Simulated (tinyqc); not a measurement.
Force balance against energy balance: elastic strain and critical thickness of a cubic alloy layer A(1-x)B(x) on a thick substrate. Computed by tinyqc, a small Python program. Command: `OMP_NUM_THREADS=1 python tinyqc.py 3009473 3009474 out.jsonl misfit walk`. One thread of a shared host (Intel(R) Xeon(R) Processor @ 2.30GHz), about 0.01 s of CPU time with the checks.

Strain is positive in tension. The layer is coherent with the substrate unless said otherwise.

Inputs (values chosen for the exercise, modelled on Ge(1-x)Si(x) on Ge):

| quantity | value | unit |
|---|---|---|
| fraction x of B | 0.51 | - |
| lattice constant a_A | 5.658 | angstrom |
| lattice constant a_B | 5.431 | angstrom |
| substrate lattice constant a_S | 5.658 | angstrom |

Growth plane: (001). Layer: uncapped. Misfit dislocation: edge.

C11, C12, C44 of A (GPa): 130.1  49.03  65.72

C11, C12, C44 of B (GPa): 164.4  64.51  78.55

Method:
- a = (1 - x) a_A + x a_B, the same rule for each C_ij; misfit f = (a_S - a)/a, the in-plane strain of the coherent layer.
- Voigt averages: G = (C11 - C12 + 3 C44)/5, B = (C11 + 2 C12)/3, nu = (3 B - 2 G)/(2 (3 B + G)); b = a/sqrt(2). Edge dislocation with b in the interface: cos alpha = 0, cos lambda = 1.
- Matthews-Blakeslee: h_c = A [ln(h_c/b) + 1], A = b (1 - nu cos^2 alpha)/(8 pi |f| (1 + nu) cos lambda), the factor 8 pi being that of an uncapped layer.
- People-Bean: h_c = P ln(h_c/b), P = (1 - nu)/(1 + nu) b^2/(16 pi sqrt(2) a f^2). The misfit is scaled by 0.25, 0.4, 0.6, 1, 1.5, 2.2 at fixed a, b and nu; the upper root is taken, and rows with A < 1.3 b or P < 3 b, where the roots shrink to the core size or vanish, are left out.

misfit f = 0.0208887

prefactor A = 0.614702 nm

Poisson ratio nu = 0.214377

Burgers vector b = 0.391895 nm

free lattice constant a = 5.54223 angstrom

Critical thickness:

| \|f\| (%) | Matthews-Blakeslee (nm) | People-Bean (nm) | ratio |
|---|---|---|---|
| 0.5222 | 10.557 | 691.28 | 65.481 |
| 0.8355 | 5.633 | 230.33 | 40.892 |
| 1.2533 | 3.164 | 86.68 | 27.392 |
| 2.0889 | 1.395 | 23.71 | 16.995 |

What does the comparison show, and why?

The exponents d ln h_c/d ln f are -1.34 and -2.34 between the first rows, steeper than the -1 and -2 of the prefactors because of the logarithm. The ratio falls from 65.5 to 17.0 as the misfit grows. Where People-Bean lies above, a layer between the lines is metastable: dislocations would lower the energy but have to be nucleated. Above about 2 % misfit islands may come first.
